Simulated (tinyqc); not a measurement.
Capacitance measurement on a leaky thin oxide: effects of series resistance and leakage: two steps of the calculation.

The device is a capacitance C in parallel with a leakage conductance G, in series with Rs and Ls. An impedance meter reports either a parallel pair (Cp, Gp) from Y = 1/Z = Gp + i w Cp or a series pair (Cs, Rm) from Z = Rm + 1/(i w Cs); w = 2 pi f, dissipation D = Gp/(w |Cp|).

Inputs (values chosen for the exercise); values of the order met in thin-oxide MOS capacitors:
- eox = 8.8 (relative permittivity of the gate insulator (close to aluminium oxide))
- tox = 7.2 nm (insulator thickness)
- A = 2500 um^2 (gate area)
- zc = 0.57 nm (oxide-equivalent thickness added by the accumulation layer)
- zp = 0 nm (oxide-equivalent thickness added by gate depletion)
- Jg = 0.39 A/cm^2 (gate leakage current density, not matched to the thickness)
- Vs = 0.4 V (voltage for an e-fold rise of the leakage)
- Rs = 28 ohm (series resistance)
- Ls = 0 nH (series inductance)
- f = 1e6 Hz (measuring frequency)

Constants: eps0 = 8.8541878128e-14 F/cm where lengths are in cm. Results are converted to the units shown.

Problem 1. True capacitance and conductance. EOT = 3.9 tox/eox; CET = EOT + zc + zp; C = 3.9 eps0 A/CET; G = Jg A/Vs.

Give: EOT; CET; C; G.

Solution 1.

EOT = 3.1909 nm
CET = 3.7609 nm
C = 22.954 pF
G = 24.375 uS

Problem 2. What the meter reports. Z = Rs + i w Ls + 1/(G + i w C).

C = 22.954113 pF
G = 24.375000 uS

Find: Z; Cp; Gp; Cs; D.

Solution 2.

Z = (1.167-6.741i) x 1e3 ohm
Cp = 22.92 pF
Gp = 24.94 uS
Cs = 23.61 pF
D = 0.1732

Cp is 0.14 % below C and Cs is 2.9 % above it; G Rs = 6.82e-4, w C Rs = 0.00404 and G/(w C) = 0.169.

tinyqc, about 0.01 s, one thread, Intel Xeon 2.30GHz (shared host): `OMP_NUM_THREADS=1 python tinyqc.py 2022090 2022091 out.jsonl`
